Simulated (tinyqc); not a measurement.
Worked calculation: admittance spectroscopy and thermally stimulated current of one trap level in a depletion layer. Computed by tinyqc, a small Python program that keeps every step. Command: `OMP_NUM_THREADS=1 python tinyqc.py 3113933 3113934 out.jsonl admit walk`. One thread of a shared host (Intel(R) Xeon(R) Processor @ 2.30GHz), about 0.01 s of CPU time with the checks. Intermediate numbers are printed to about 6 digits and carried at full precision; extremes and crossings named in words are read from the listed rows.

A Schottky junction on n-type material holds one donor-like electron trap; shallow donors are fully ionised and abrupt depletion edges are assumed.

Inputs (values chosen for the exercise, modelled on n-type silicon): dielectric constant eps = 11.7; density-of-states mass m = 1.07 m_0; shallow doping N = 2.9e+16 1/cm^3; trap density N_t = 1.6e+15 1/cm^3; trap depth E_t below the band = 0.159 eV; capture cross section sigma = 3e-15 cm^2; band bending V_b = 0.81 V; test frequency f = 30000 Hz; heating rate beta = 0.09 K/s.

Constants: k_B = 1.380649e-23 J/K; m_0 = 9.1093837015e-31 kg; h = 6.62607015e-34 J s; k_B = 8.617333262e-05 eV/K; eps_0 = 8.8541878128e-12 F/m; e = 1.602176634e-19 C.

## Temperature of the peak

N_c = 2 (2 pi m k_B T/h^2)^(3/2), v_th = sqrt(3 k_B T/m), emission rate e_n = sigma v_th N_c exp(-E_t/(k_B T)). Where the level crosses the Fermi level capture equals emission, so the trap follows the signal with the rate 2 e_n; G/omega peaks at omega = 2 e_n (the correction for large N_t/N is left out). Solve 2 e_n(T_p) = 2 pi f.

peak temperature T_p = 128.017 K

N_c at T_p = 7.74225e+18 1/cm^3

e_n at T_p = 94247.8 1/s

E_c - E_F = k_B T_p ln(N_c/N) = 0.0616355 eV

## The capacitance step

With E_c - E_F = k_B T_p ln(N_c/N): lambda = sqrt(2 eps eps_0 (E_t - (E_c - E_F))/(e^2 N)); traps are empty and charged for x < x_t = w - lambda, and V_b = e (N w^2 + N_t x_t^2)/(2 eps eps_0). High frequency: C_hf = eps eps_0/w. Low frequency: C_lf = eps eps_0 (N + N_t)/(N w + N_t x_t).

lambda = 65.8913 nm

depletion width w = 187.879 nm

crossing point x_t = 121.987 nm

C_hf = 55.1387 nF/cm^2

C_lf = 56.1688 nF/cm^2

step (C_lf - C_hf)/C_hf = 0.0186804

small-N_t estimate (N_t/N)(lambda/w) = 0.0193496

Reading N_t/N straight from the step would give 0.0187 against the true 0.0552: the factor lambda/w must be known.

## Scan in temperature at fixed frequency

With x = omega/(2 e_n): C = C_hf + (C_lf - C_hf)/(1 + x^2), G/omega = (C_lf - C_hf) x/(1 + x^2); C_hf and C_lf are held at their values at T_p.

Admittance:
```
T (K)  omega/(2 e_n)  C (nF/cm^2)  G/omega (nF/cm^2)
112.7        9.14990      55.1509           0.111243
117.8        4.12235      55.1960           0.235975
121.6        2.37133      55.2943           0.368780
125.5        1.38928      55.4903           0.488373
128.0        1.00218      55.6526           0.515007
130.6        0.72252      55.8155           0.488955
134.4        0.45757      55.9904           0.389710
139.5        0.25712      56.1049           0.248413
145.9        0.13158      56.1512           0.133224
```

The peak of G/omega is half the step, 0.515 nF/cm^2. Its full width is near 2 ln(2 + sqrt3) k_B T_p^2/(E_t + 2 k_B T_p) = 20.5 K.

## Arrhenius plot

T_p for 0.1, 0.3, 1, 3 and 10 f; least-squares lines of ln(e_n/T^2) and of ln(e_n) against 1/(k_B T), e_n = pi f; sigma = exp(intercept)/(v_th N_c/T^2).

Peaks:
```
f (Hz)  T_p (K)  1/(k_B T) (1/eV)  ln(e_n/T^2)  ln(e_n)
3000    112.157           103.466     -0.28871   9.1511
9000    119.233            97.326      0.68755  10.2497
30000   128.017            90.648      1.74936  11.4537
90000   137.159            84.606      2.71001  12.5523
300000  148.683            78.049      3.75264  13.7563
```

depth from e_n/T^2 = 0.159 eV

cross section from the intercept = 3.00e-15 cm^2

depth without the T^2 = 0.181153 eV

Leaving out T^2 adds 22 meV, near 2 k_B T_p = 22 meV.

## Thermally stimulated current

Thermally stimulated current without retrapping: filled share n(T) = exp(-(1/beta) int e_n dT), current proportional to e_n n; the peak obeys beta (E_t/(k_B T^2) + 2/T) = e_n(T). The integral starts at 0.5 T_m and uses 4000 trapezoid steps to 1.2 T_m. Chen's first-order estimate from the full width W = T_2 - T_1 between the half-height points: E = 2.52 k_B T_m^2/W - 2 k_B T_m.

peak temperature T_m = 66.4515 K

lower half-height T_1 = 63.4069 K

upper half-height T_2 = 68.6384 K

filled share at T_m = 0.390401

E_t/(k_B T_m) = 27.7664

symmetry factor (T_2 - T_m)/(T_2 - T_1) = 0.418026

depth by Chen's formula = 0.171844 eV

The slow ramp empties the trap at 66 K, far below the admittance peak at 128 K, since the rate asked for is 0.040 per second instead of 94000. Chen's formula, made for a constant prefactor, gives 13 meV more than E_t.

Checks made by the program: C_lf against dQ/dV by differences (relative difference below 1e-10); depth recovered (relative difference below 1e-10); peak of the integrated curve (relative difference 3e-05).
